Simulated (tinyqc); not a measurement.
Growth over eight decades: Cabrera-Mott growth of a thin oxide under its own electric field. Computed by tinyqc, a small Python program. Command: `OMP_NUM_THREADS=1 python tinyqc.py 3031617 3031618 out.jsonl cabrera walk`. One thread of a shared host (Intel(R) Xeon(R) Processor @ 2.30GHz), about 0.02 s of CPU time with the checks.

Electrons cross the film freely and set a fixed potential V across it; the field V/x lowers the barrier for ions entering the oxide.

Inputs (values chosen for the exercise, for a model metal):
```
quantity                     value        unit
barrier W                     1.41          eV
Mott potential V               1.4           V
ion charge number z              1           -
half jump distance b           1.8    angstrom
prefactor u0 = N Omega nu  1.6e+12  angstrom/s
temperature T                  250           K
starting thickness x0            4    angstrom
```

Backward hops: ignored.

Constants: k_B = 8.617333262e-05 eV/K.

Method:
- u = u0 exp(-W/(k_B T)), X1 = z b V/(k_B T) with V in volts and k_B T in eV; dx/dt = u exp(X1/x).
- t(x) = int_(x0)^x dx / (dx/dt) by Gauss-Legendre quadrature (80 points on each side of (x0 + 2 x)/3), solved for x.
- Closed form for thin films (leading term of the integral): x solves (x^2/(u X1)) exp(-X1/x) = t.

u = 6.02242e-17 angstrom/s

X1 = 116.974 angstrom

Thickness:
```
t (s)     x (angstrom)  1/x (1/angstrom)  closed form (angstrom)
1.00e+00        4.0003           0.24998                  3.3421
1.00e+01        4.0030           0.24981                  3.5635
1.00e+02        4.0273           0.24831                  3.8153
1.00e+03        4.1613           0.24031                  4.1040
1.00e+04        4.4558           0.22443                  4.4381
1.00e+05        4.8440           0.20644                  4.8291
1.00e+06        5.3106           0.18830                  5.2921
1.00e+07        5.8730           0.17027                  5.8485
1.00e+08        6.5617           0.15240                  6.5282
```

What follows from these numbers?

Per decade of time the film gains 0.0027 angstrom at first and 0.69 at the end. The inverse-logarithmic law predicts -X1 d(1/x)/d ln t near 1; the rows give 0.01 at first and 0.91 at the end. The closed form misses by at most 16 %, as it needs x well below X1 and above x0.
